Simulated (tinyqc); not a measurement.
Thickness from two neighbouring fringes.

Question. At normal incidence a transparent film with an index between those of air and substrate, taken as constant, has reflectance minima at 2 n1 d = (m + 1/2) lam (small phase shifts at the substrate neglected). Find d and the order m of the shorter wavelength.

Parameters, values chosen for the exercise:
```
symbol  value  unit                        meaning
n1       1.47        index of the transparent film
```

wavelengths of two neighbouring reflectance minima (nm): 476  581.77778

Answer. Neighbouring orders differ by one: 2 n1 d (1/lam1 - 1/lam2) = 1.

d = 890 nm
m = 5

Computed by the program tinyqc: `OMP_NUM_THREADS=1 python tinyqc.py 2870144 2870145 out.jsonl`, one thread of a shared Intel Xeon 2.30GHz, about 0.01 s for the whole run.
